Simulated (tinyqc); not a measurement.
# Yield against design margin

Cells fail independently with probability Q(k) = erfc(k/sqrt(2))/2 when the margin is k standard deviations, and Y = exp(-Nb Q(k)). phi = exp(-k^2/2)/sqrt(2 pi).  k = margin/s(dVT). With one spare that repairs any one cell, Y1 = exp(-x)(1 + x), x = Nb Q(k).

Inputs (values chosen for the exercise): number of cells Nb = 8388608.

s(dVT) = 76.4 mV

Result of one run:
```
M (mV)      k      Q(k)  expected failures x       Y      Y1
423     5.537  1.542e-8               0.1293  0.8787  0.9923
```

What becomes of these results when the margin M is changed from 423 to 387 mV, all else the same?

Result of the changed run:
```
M (mV)      k      Q(k)  expected failures x       Y      Y1
387     5.065  2.037e-7                1.709  0.1811  0.4905
```

The whole series:
```
M (mV)      k       Q(k)  expected failures x         Y        Y1
360     4.712   1.226e-6                10.29  3.409e-5  3.848e-4
387     5.065   2.037e-7                1.709    0.1811    0.4905
405     5.301   5.757e-8               0.4829    0.6170    0.9149
423     5.537   1.542e-8               0.1293    0.8787    0.9923
450     5.890   1.930e-9              0.01619    0.9839    0.9999
477     6.243  2.140e-10             0.001795    0.9982     1.000
504     6.597  2.100e-11             1.761e-4    0.9998     1.000
540     7.068  7.856e-13             6.590e-6     1.000     1.000
```

Over a change of the margin from 360 to 540 mV, k goes from 4.71 to 7.07, the expected failures fall by 6.2 decades and the yield goes from 3.41e-5 to 1.000. The spare helps most at M = 387 mV among the rows, where it lifts the yield from 0.181 to 0.490.

Numbers from tinyqc (`OMP_NUM_THREADS=1 python tinyqc.py 2090104 2090105 out.jsonl`; about 0.02 s on one thread of a shared Intel Xeon 2.30GHz).
